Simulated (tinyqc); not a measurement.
Inside a calculation: metal-induced gap states at the contact of a metal chain and a two-band chain. Values are carried at full precision from step to step, so a last printed digit may differ when a step is redone from the rounded ones.

The semiconductor alternates sites A at -Eg/2 and C at +Eg/2 with hopping -t; the gap runs from -Eg/2 to Eg/2. In the gap cosh(q a) = 1 + (Eg^2/4 - E^2)/(2 t^2) and the amplitude changes by -exp(-q a) a period. The metal has site energy 0 and hopping -tm; its end site has g_m = (E - i sqrt(4 tm^2 - E^2))/(2 tm^2). Sites 1, 2, ... count into the semiconductor, with energies e1, e2 alternating. The clean half chain has g1 = 1/(E - e1 - t^2 g2), g2 = 1/(E - e2 - t^2 g1), decaying root. With the contact G11 = 1/(1/g1 - tc^2 g_m), and the density on site j is -Im G_jj/pi = |psi_j/psi_1|^2 (-Im G11/pi), per spin, with psi_2/psi_1 = -t g2, psi_3/psi_2 = -t g1.

Constants: e^2/(4 pi eps0) = 14.39964547 eV angstrom.

Inputs chosen for the exercise (gap and optical dielectric constant near those of SiO2; the chain itself is a model; shifted at random, so the results belong to these values and not to a real crystal): Eg = 9.41 eV (gap); t = 2.32 eV (hopping in the semiconductor); a = 3.1 angstrom (period (two sites); one chain for each area a^2); E = -2.04 eV (energy from mid-gap); tm = 3.76 eV (hopping in the metal); tc = 2.47 eV (hopping across the contact); end = C (site that touches the metal); eps = 2.2 (dielectric constant).

## Decay in the gap

Form cosh(q a), l = exp(-q a), q and the decay length 1/(2q) of the density.

cosh(q a) = 2.66983
l = 0.19435
q = 0.52842 1/angstrom
xi, the decay length of the density = 0.946 angstrom

## Green functions

The decaying root is g1 = (1 - l)/(E - e1), g2 = (1 - l)/(E - e2), l = exp(-q a). Form them, g_m and G11.

g1, g2 (1/eV): -0.11944  0.30231

g_m = -0.07215-0.25598i 1/eV
G11 = -0.12137-0.02390i 1/eV

## Density site by site

D1 = -Im G11/pi, D2 = (t g2)^2 D1, and each further period multiplies by l^2. The sum over all sites is (D1 + D2)/(1 - l^2). The Green functions stand in the order g1, g2.

density on sites 1 to 8 (1/eV): 0.00761  0.00374  0.00029  0.00014  0.00001  0.00001  0.00000  0.00000

Ds, the density per spin summed over the semiconductor = 0.01179 1/eV

The first period holds 96 % of the gap states at this energy.

## Pinning factor

Gap states per area N = 2 Ds/a^2 (two spins). Charge in them sits a distance xi from the metal, so S = 1/(1 + 4 pi e^2 N xi/eps), e^2 meaning e^2/(4 pi eps0); S is the change of the barrier per change of the metal work function.

N = 2.454e+13 1/(eV cm^2)
4 pi e^2 N xi/eps = 0.1910
S = 0.8396

Weak pinning, nearer the Schottky limit S = 1.

## Checks

- g1 from the closed form against decimation: both -0.119444.

tinyqc: `OMP_NUM_THREADS=1 python tinyqc.py 1481472 1481473 out.jsonl`; about 0.01 s, one thread, shared Intel(R) Xeon(R) Processor @ 2.30GHz.
